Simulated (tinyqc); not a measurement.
# Hexagonal on-chip spiral inductor, lumped pi model: effect of the substrate resistivity

Outer diameter do = di + 2 n wd + 2 (n - 1) sp, mean da = (do + di)/2, fill p = (do - di)/(do + di), length l = 3.464 n da. L = 2.33 mu0 n^2 da/(1 + 3.82 p), mu0 = 4 pi 1e-7 H/m. Rs = rho l/(wd delta (1 - exp(-th/delta))), delta = sqrt(rho/(pi f mu0)). Cs = n wd^2 eps0 eo/hu across the coil. At each end Cox = l wd eps0 eo/(2 ho) leads to the substrate branch Rsi = 2 rs he/(l wd) in parallel with Csi = l wd eps0 11.7/(2 he). With one end grounded Y = 1/(Rs + i w L) + i w Cs + 1/[1/(i w Cox) + 1/(1/Rsi + i w Csi)], w = 2 pi f; Q = -Im Y/Re Y. Eddy currents in neighbouring turns and in the substrate are left out.

Peak Q and its frequency from a search over f; self-resonance where Im Y = 0; Q at the given f (negative beyond resonance).

Values chosen for this exercise; values of the order met in silicon radio-frequency processes: number of turns n = 5.5; line width wd = 20 um; space between turns sp = 2 um; inner diameter di = 100 um; metal thickness th = 4 um; metal resistivity rho = 2.2 uohm cm; oxide below the coil ho = 6.8 um; oxide between coil and underpass hu = 1 um; relative permittivity of the oxide eo = 4.1; effective spreading depth in the substrate he = 50 um; frequency f = 2.7 GHz.

Constants: eps0 = 8.8541878128e-12 F/m. Results are converted to the units shown.

The same in every row: L (nH) = 6.307; do (um) = 338.0.

Effect of the substrate resistivity:
```
rs (ohm cm)	peak Q	f of the peak (GHz)	self-resonance (GHz)	Q at f
0.1	18.31	1.740	3.642	13.38
1	16.96	1.506	3.649	9.013
3	15.47	1.287	3.704	5.420
10	13.46	1.041	4.238	3.265
30	11.95	0.9162	5.109	4.444
100	13.24	1.304	5.295	9.532
1000	20.84	2.272	5.314	20.34
10000	23.07	2.516	5.314	22.97
```

Read the table: what changes, and by how much?

As rs goes from 0.1 to 10000, L stays at 6.31 nH, the peak Q goes from 18.3 through a minimum of 12.0 (at rs = 30 among the rows listed) to 23.1, its frequency goes from 1.74 through a minimum of 0.916 (at rs = 30 among the rows listed) to 2.52 GHz and the self-resonance rises from 3.64 to 5.31 GHz. In this model both a very low and a very high resistivity dissipate little: the first shorts the branch to a pure Cox, the second blocks the current. For rs = 0.1, 1 eddy currents in the substrate, left out, would lower Q markedly.

Program tinyqc, `OMP_NUM_THREADS=1 python tinyqc.py 2302125 2302126 out.jsonl`; Intel Xeon 2.30GHz, shared host, one thread, about 0.01 s.
